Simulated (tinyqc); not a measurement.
Raman shift of the zone-centre optical phonon of a diamond-structure crystal under stress: one step, computed by the program tinyqc.

Axes x, y, z are the cube axes. Strain shifts the threefold optical mode and can split it; p, q and r are the phonon deformation potentials.

Question. Mean shift and Grueneisen parameter. gamma = -(p + 2q)/(6 omega_0^2); the mean of the three shifts is -gamma omega_0 x (volume strain).

Inputs (values chosen for the exercise, modelled on silicon): unstrained frequency omega_0 = 521.4 1/cm; p/omega_0^2 = -1.91; q/omega_0^2 = -2.26.

Stress state: biaxial. Axis: [001].

volume strain = -1.412619 per mille

Give: mode Grueneisen parameter gamma; mean shift.

Answer.

mode Grueneisen parameter gamma = 1.072

mean shift = 0.7893 1/cm
